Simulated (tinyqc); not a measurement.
# Regular and subregular solution with a miscibility gap, step by step

A worked calculation. Computed by tinyqc, a small Python program that keeps every step. Command: `OMP_NUM_THREADS=1 python tinyqc.py 3006460 3006461 out.jsonl regsol walk`. One thread of a shared host (Intel(R) Xeon(R) Processor @ 2.30GHz), about 0.02 s of CPU time with the checks. Intermediate numbers are printed to about 7 digits and carried at full precision; extremes and crossings named in words are read from the listed rows.

Per mole of mixing sites: G(x) = x (1 - x) [L0 + L1 (1 - 2x)] + R T [x ln x + (1 - x) ln(1 - x)], x the fraction of B.

Inputs (values chosen for the exercise, for a model alloy): interaction L0 = 18.5 kJ/mol; size misfit eta = d ln a/dx = 0.034; asymmetry L1 = 0 kJ/mol; temperature T = 960 K; overall fraction x0 = 0.63; coherency modulus Y = 62.6 GPa; molar volume V_m = 17.7 cm^3/mol; gradient coefficient kappa = 2.4e-10 J/m; start value s0 = 0.05.

Source of L0: given.

Constants: R = 8.314462618 J/(mol K).

## Interaction parameter

L0 and eta are given.

L0 = 18.5 kJ/mol

eta = 0.034

## G, chemical potentials and activities

G' = L0 (1 - 2x) + L1 (1 - 6x + 6x^2) + R T ln[x/(1 - x)]; G'' = -2 L0 - 6 L1 (1 - 2x) + R T/[x (1 - x)]. mu_A = G - x G', mu_B = G + (1 - x) G', activity = exp(mu/(R T)).

G, G'' and activities at x = 0.02, 0.1, 0.2, 0.35, 0.5, 0.65, 0.8, 0.9, 0.98:
```
x     G (kJ/mol)  G'' (kJ/mol)  activity of A  activity of B
0.02   -0.419937      370.2390      0.9809090      0.1852485
0.10   -0.929775       51.6876      0.9211034      0.6536333
0.20   -1.034154       12.8868      0.8777148      0.8815453
0.35   -0.959094       -1.9148      0.8634159      0.9318594
0.50   -0.907620       -5.0725      0.8925167      0.8925167
0.65   -0.959094       -1.9148      0.9318594      0.8634159
0.80   -1.034154       12.8868      0.8815453      0.8777148
0.90   -0.929775       51.6876      0.6536333      0.9211034
0.98   -0.419937      370.2390      0.1852485      0.9809090
```

G'' is negative at 3 of the nine compositions (0.35, 0.5, 0.65), where the solution is unstable.

## Critical point

The spinodal is G'' = 0, R T_s(x) = x (1 - x) [2 L0 + 6 L1 (1 - 2x)]; the critical point is its maximum.

critical composition x_c = 0.5

critical temperature T_c = 1112.519 K

With L1 = 0 this is x_c = 1/2 and T_c = L0/(2 R).

## Spinodal at T

Solve G'' = 0 on each side of x_c.

spinodal x_s1 = 0.3148692

spinodal x_s2 = 0.6851308

## First Newton step for the common tangent

Common tangent: F1 = G'(x1) - G'(x2) = 0 and F2 = [G - x G'](x1) - [G - x G'](x2) = 0. Newton step: J = [[G''(x1), -G''(x2)], [-x1 G''(x1), x2 G''(x2)]], J dx = -F; a step that would leave 0 < x < 1 is halved until it stays inside. The start is x1 = s0, x2 = 1 - s0.

F (kJ/mol): F1 -13.70434, F2 6.85217

J (kJ/mol):
```
[[131.0397, -131.0397],
 [-6.5520, 124.4877]]
```

new (x1, x2): [0.1022908, 0.8977092]

## Binodal by Newton steps

Stop when the step is below 1e-12, or when x1 and x2 meet within 1e-5; residuals under 1e-7 are shown as 0.

Iteration:
```
step         x1         x2    F1 (kJ/mol)   F2 (kJ/mol)
1     0.0500000  0.9500000  -1.370434e+01  6.852171e+00
2     0.1022908  0.8977092  -5.243245e+00  2.621622e+00
3     0.1548045  0.8451955  -1.552514e+00  7.762568e-01
4     0.1871419  0.8128581  -2.943181e-01  1.471590e-01
5     0.1966538  0.8033462  -1.884576e-02  9.422878e-03
6     0.1973505  0.8026495  -9.394970e-05  4.697485e-05
7     0.1973540  0.8026460              0             0
8     0.1973540  0.8026460              0             0
```

solubility limit x1 = 0.1973540

solubility limit x2 = 0.8026460

Converged: the gap runs from 0.1974 to 0.8026, outside the spinodal as it must.

## Lever rule at x0

Inside the gap the B-rich phase has the fraction f = (x0 - x1)/(x2 - x1), and the gain is (1 - f) G(x1) + f G(x2) - G(x0); outside it one phase remains.

fraction f of the B-rich phase = 0.7147724

free energy of decomposition = -86.84255 J/mol

x0 lies inside the chemical spinodal: coherency strain aside, small waves of composition grow without a barrier.

## Fastest-growing wave

Linear Cahn-Hilliard theory, coherency strain left out, with energy density G/V_m + kappa (grad x)^2: the rate goes as -k^2 (G''/V_m + 2 kappa k^2), so k_c^2 = -G''/(2 kappa V_m), the fastest wave has k_m = k_c/sqrt(2) and length 2 pi/k_m.

G''(x0) = -2.757683 kJ/mol

k_c = 0.5697245 1/nm

fastest wavelength = 15.59660 nm

## Coherent spinodal

If the lattice stays coherent, G'' gains 2 eta^2 Y V_m (eta = d ln a/dx, Y the biaxial modulus, E/(1 - nu) if isotropic), which is L0 replaced by L0 - eta^2 Y V_m (1 GPa cm^3/mol = 1 kJ/mol); the program reports 0 if the result is not positive.

eta^2 Y V_m = 1.280871 kJ/mol

top of the coherent spinodal = 1035.493 K

Coherency strain lowers the top by 77 K.

## The phase diagram

For this table each start is x_s1/6 and 1 - (1 - x_s2)/6. The dilute estimate of x1 is exp(-(L0 + L1)/(R T)).

Binodal and spinodal:
```
T (K)   binodal x1  spinodal x_s1  spinodal x_s2  binodal x2  dilute estimate of x1
445    0.007187408      0.1126994      0.8873006   0.9928126            0.006737363
556     0.02120342      0.1463641      0.8536359   0.9787966             0.01828146
668     0.04647260      0.1839458      0.8160542   0.9535274             0.03576105
779     0.08578462      0.2262358      0.7737642   0.9142154             0.05748246
890      0.1447841      0.2763855      0.7236145   0.8552159             0.08208144
1001     0.2369971      0.3416962      0.6583038   0.7630029              0.1083037
1068     0.3295511      0.3999792      0.6000208   0.6704489              0.1245100
```

The dilute estimate is 0.94 of x1 at the lowest T and 0.38 at the highest: it drops the pull of the other solutes and the impurity of the second phase. Near the top the binodal is 1.70 times as wide as the spinodal; the mean-field limit at T_c is sqrt(3) = 1.73.

Checks made by the program: binodal against the lower hull of G on 40001 points (relative difference 4e-06).
